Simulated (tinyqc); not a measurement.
# Interface traps from C-V curves, high-low and Terman methods: two studies

MOS capacitor on an n-type substrate; psi is the band bending, negative in depletion; only majority carriers are counted. At the bending psi the Fermi level lies y = xi - psi below the conduction edge at the surface, xi = Vt ln(Nc/Nd). Dit(y) = D0 + D1 exp(-y/E1); traps fill up to the Fermi level, follow the bias and a slow signal, and do not follow a fast one. V is the gate voltage from flat band.

Inputs (values chosen for the exercise); band and dielectric values close to those of gallium nitride: temperature T = 200 K; relative permittivity eps_r = 9.38; conduction-band density of states at T Nc = 1.23e18 cm^-3; donor density Nd = 1.9e16 cm^-3; equivalent oxide thickness EOT = 5.5 nm; trap density far from the band edge D0 = 2.7e12 cm^-2 eV^-1; band-tail density at the conduction edge D1 = 7.6e13 cm^-2 eV^-1; decay energy of the tail E1 = 0.19 eV.

Constants: q = 1.602176634e-19 C, kB = 1.380649e-23 J/K, Vt = kB T/q, eps0 = 8.8541878128e-14 F/cm where lengths are in cm. Results are converted to the units shown.

Each table varies one quantity; the others keep the values above.

## An error in the doping read as traps

Cox = 3.9 eps0/EOT, LD = sqrt(eps0 eps_r Vt/(q Nd)), u = psi/Vt, Cd = (eps0 eps_r/(sqrt(2) LD)) |exp(u) - 1|/sqrt(exp(u) - u - 1). Ideal V0 = psi - sqrt(2) (eps0 eps_r Vt/LD) sqrt(exp(u) - u - 1)/Cox for psi < 0; the traps add dV = (q/Cox) times the integral of Dit from 0 to psi = (q/Cox) [D0 psi + D1 E1 exp(-xi/E1) (exp(psi/E1) - 1)]. 1/C_HF = 1/Cox + 1/Cd, 1/C_LF = 1/Cox + 1/(Cd + q Dit). The sample has Nd; the ideal curve is drawn with Nd (1 + e). At the true psi = -0.317 V the measured C_HF is matched to the ideal curve, which gives psi', and Dit = (Cox/q) [dV/dpsi' - 1 - Cd'(psi')/Cox], derivatives exact.

The same in every row: true Dit (cm^-2 eV^-1) = 1.252e13.

An error in the doping read as traps:

| e | psi' (V) | apparent Dit (cm^-2 eV^-1) |
|---|---|---|
| -0.15 | -0.2720 | 1.549e13 |
| -0.1 | -0.2870 | 1.439e13 |
| -0.05 | -0.3020 | 1.340e13 |
| -0.02 | -0.3110 | 1.286e13 |
| 0 | -0.3170 | 1.252e13 |
| 0.02 | -0.3230 | 1.219e13 |
| 0.05 | -0.3320 | 1.171e13 |
| 0.1 | -0.3470 | 1.099e13 |
| 0.15 | -0.3620 | 1.032e13 |

Read the table: what changes, and by how much?

The apparent Dit falls from 1.55e13 to 1.03e13 cm^-2 eV^-1, against the true 1.25e13. An error of +5 % in the doping shifts it by -8.02e11 cm^-2 eV^-1, 6.41 % of the true value.

## Effect of the oxide thickness on the signal

Same model as above.

All at psi = -0.317 V.

Effect of the oxide thickness on the signal:

| EOT (nm) | dV (mV) | C_HF (nF/cm^2) | C_LF (nF/cm^2) | (C_LF - C_HF)/Cox (%) |
|---|---|---|---|---|
| 1.4 | -577.0 | 63.27 | 1126 | 43.07 |
| 2.5 | -1030 | 62.02 | 828.5 | 55.49 |
| 4.4 | -1813 | 59.98 | 569.1 | 64.87 |
| 8 | -3297 | 56.45 | 357.2 | 69.67 |
| 14 | -5770 | 51.40 | 220.4 | 68.51 |
| 26 | -1.072e4 | 43.61 | 124.8 | 61.13 |
| 46 | -1.896e4 | 34.82 | 72.44 | 50.12 |

Read the table: what changes, and by how much?

The stretch-out grows in proportion to the EOT, from -577 to -19000 mV, so thin oxides leave Terman's method little to read; the high-low gap goes from 43.1 through a maximum of 69.7 (at EOT = 8 nm among the rows listed) to 50.1 % of Cox.

Computed by the program tinyqc: `OMP_NUM_THREADS=1 python tinyqc.py 2030103 2030104 out.jsonl`, one thread of a shared Intel Xeon 2.30GHz, about 0.01 s for the whole run.
